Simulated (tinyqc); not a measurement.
Position of the support ring: thermal and gravitational stress in a wafer during furnace and rapid thermal processing, and the onset of slip. Computed by tinyqc, a small Python program. Command: `OMP_NUM_THREADS=1 python tinyqc.py 3006166 3006167 out.jsonl slip walk`. One thread of a shared host (Intel(R) Xeon(R) Processor @ 2.30GHz), about 0.01 s of CPU time with the checks.

A thin free disc in plane stress, isotropic; T(r) = T_centre + dT (r/R)^n with n = 2. Stress is positive in tension; sigma_SB = 5.670374419e-8 W/(m^2 K^4), g = 9.80665 m/s^2.

Inputs (values chosen for the exercise, for a model wafer):
```
quantity          value        unit
wafer radius R       75          mm
thickness t         675  micrometre
Poisson ratio nu   0.22           -
density rho        2330      kg/m^3
```

Method. Own weight q = rho g t on a ring of radius b R, x = r/R: moments of an edge-supported plate, M_r = q R^2 (3 + nu)(1 - x^2)/16 and M_t = q R^2 [(3 + nu) - (1 + 3 nu) x^2]/16, less the uniform moment inside the ring load, q R^2 [(1 - nu)(1 - b^2) - 2 (1 + nu) ln b]/8; stress at the lower face = 6 M/t^2.

Stress at the lower face (MPa):
```
b       centre  radial at ring  hoop at ring  largest in size
0.40  -0.18293        -0.21972      -0.20190          0.21972
0.50  -0.09515        -0.15263      -0.12478          0.15263
0.60  -0.01937        -0.10214      -0.06204          0.10214
0.65   0.01549        -0.08166      -0.03459          0.08166
0.70   0.04883        -0.06383      -0.00925          0.06383
0.75   0.08095        -0.04839       0.01427          0.08095
0.80   0.11207        -0.03508       0.03621          0.11207
0.90   0.17205        -0.01419       0.07603          0.17205
1.00   0.22992         0.00000       0.11139          0.22992
```

What does the comparison show, and why?

Among these rows the largest stress is least, 0.064 MPa, for a ring at 0.7 R, 3.6 times below edge support: the overhang balances the sag of the centre. All values scale as R^2/t.

Extremes, crossings and ranges named in words are read from the listed rows.
